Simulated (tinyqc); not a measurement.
# Ballistic Schottky-barrier transistor with a one-dimensional channel, WKB contacts: what changes with what

Source Fermi level 0, drain Fermi level -Vd. Far from the contacts Ec = pn - psi, and the gate moves psi one to one; the band edges relax as exp(-x/lam) from pn at the source and pn - Vd at the drain; Ev = Ec - Eg. A carrier of energy w inside the channel band meets at a contact a barrier of height D (the contact edge beyond the channel edge): T = 1 for w >= D, else exp(-S), S = 4 lam sqrt(m/C) [sqrt(D - w) - sqrt(w) arctan sqrt((D - w)/w)], C = hbar^2/(2 m0). The two contacts combine as Ts Td/(Ts + Td - Ts Td).

Values chosen for this exercise; channel values close to those of a carbon nanotube:
- T = 300 K (temperature)
- Eg = 0.734 eV (band gap)
- pn = 0.45 eV (barrier for electrons at both contacts)
- mn = 0.057 m0 (electron mass)
- mp = 0.059 m0 (hole mass)
- g = 2 (valleys or subbands)
- lam = 3.5 nm (screening length at the contacts)
- Vd = 0.05 V (drain bias)
- ps = 0.19 V (band shift psi of the channel by the gate)

Constants: q = 1.602176634e-19 C, kB = 1.380649e-23 J/K, hbar = 1.054571817e-34 J s, h = 6.62607015e-34 J s, m0 = 9.1093837015e-31 kg, Vt = kB T/q, hbar^2/(2 m0) = 0.0380998212 eV nm^2. Results are converted to the units shown.

Each table varies one quantity; the others keep the values above.

## Ambipolar transfer curve

I = g (2 q^2/h) int T(w) [f(Es + w) - f(Ed + w)] dw, f(y) = 1/(1 + exp(y/Vt)). Electrons: Ds = psi, Dd = psi - Vd, Es = Ec, Ed = Ec + Vd. Holes: Ds = -psi, Dd = Vd - psi, Es = -Ev, Ed = -Ev - Vd. The size of each current is taken; both flow from drain to source and add. The integrals are converged. Swing = d(psi)/d(log10 I).

Ambipolar transfer curve:
```
ps (V)	electrons (uA)	holes (uA)	I (uA)	swing (mV/decade)
-0.23	1.292e-11	0.02473	0.02473	-108.6
-0.15	2.853e-10	0.004245	0.004245	-105.4
-0.08	4.279e-9	9.720e-4	9.720e-4	-113.2
0	9.446e-8	1.895e-4	1.896e-4	-107.9
0.07	4.748e-7	2.679e-5	2.726e-5	-61.17
0.15	2.445e-6	1.213e-6	3.658e-6	2002
0.22	1.127e-5	8.092e-8	1.135e-5	103.1
0.3	7.555e-5	3.665e-9	7.556e-5	93.25
0.37	4.440e-4	2.444e-10	4.440e-4	89.35
0.45	0.003405	1.107e-11	0.003405	95.19
0.52	0.01503	7.384e-13	0.01503	129.0
0.6	0.04784	3.344e-14	0.04784	198.3
```

I goes from 0.0247 through a minimum of 3.66e-6 (at ps = 0.15 V among the rows listed) to 0.0478 uA; the exact minimum lies at psi = 0.149 V. Holes carry the left branch and electrons the right. The ratio of the last row to the smallest is 13100 and of the first row 6760, with barriers of 0.45 eV for electrons and 0.284 eV for holes. The steepest swing among the rows is 61.2 mV/decade, against the thermionic limit 59.5.

## Effect of the drain bias on the off state

Same model as above.

For each Vd, psi is set to the minimum of I.

Effect of the drain bias on the off state:
```
Vd (V)	psi at the minimum (V)	smallest I (uA)
0.05	0.149	3.66e-6
0.15	0.207	1.98e-5
0.25	0.267	8.93e-5
0.36	0.313	3.82e-4
0.46	0.358	0.00124
0.56	0.404	0.00412
0.66	0.454	0.0139
```

The smallest current rises from 3.66e-6 to 0.0139 uA, 5.29 decades a volt between the last two rows, and the minimum moves by 0.50 V a volt over the table: a larger Vd lets holes enter from the drain while electrons still enter from the source.

## Effect of the screening length

Same model as above.

Effect of the screening length:
```
lam (nm)	current of the electrons (uA)	share over the barriers (%)	|d psi/d log10| of this current (mV/decade)
0.5	6.543e-5	0.1444	66.20
1.6	2.076e-5	0.4549	78.99
2.6	9.801e-6	0.9638	91.95
3.7	5.194e-6	1.819	107.9
4.8	3.178e-6	2.972	125.0
5.9	2.159e-6	4.375	142.9
6.9	1.625e-6	5.812	159.5
8	1.257e-6	7.515	178.0
```

The current falls from 6.54e-5 to 1.26e-6 uA, while the share over the barriers rises from 0.144 to 7.52 %: the thermionic part does not depend on lam, and a thinner barrier adds tunnelling. The swing rises from 66.2 to 178 mV/decade.

Range of the model: No scattering, image-force lowering, channel charge or band-to-band tunnelling; parabolic kappa overstates S deep in the gap.

Program tinyqc, `OMP_NUM_THREADS=1 python tinyqc.py 2390068 2390069 out.jsonl`; Intel Xeon 2.30GHz, shared host, one thread, about 0.07 s.
